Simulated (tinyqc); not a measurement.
Inside a calculation. Method: tight binding, kagome lattice. One step of it, computed by the program tinyqc.

Task: Bloch Hamiltonian at k. H_AB = -t1 - t2 exp(-i k.a1), H_AC = -t1 - t2 exp(-i k.a2), H_BC = -t1 - t2 exp(i k.(a1 - a2)), H_CC = delta.

Parameters chosen for this model:
```
parameter     value                unit
t1         1.080000    eV, up triangles
t2         1.080000  eV, down triangles
delta             0        eV on site C
```

k point k (fractions of the reciprocal vectors): -0.280000  0.260000

Give: H(k) at k.

Result:

H(k) at k (eV), lower triangle (Hermitian):
```
                 A                B       C
A           0.0000
B  -0.8776+1.0609i           0.0000
C  -1.0122-1.0779i  -0.0339+0.2686i  0.0000
```
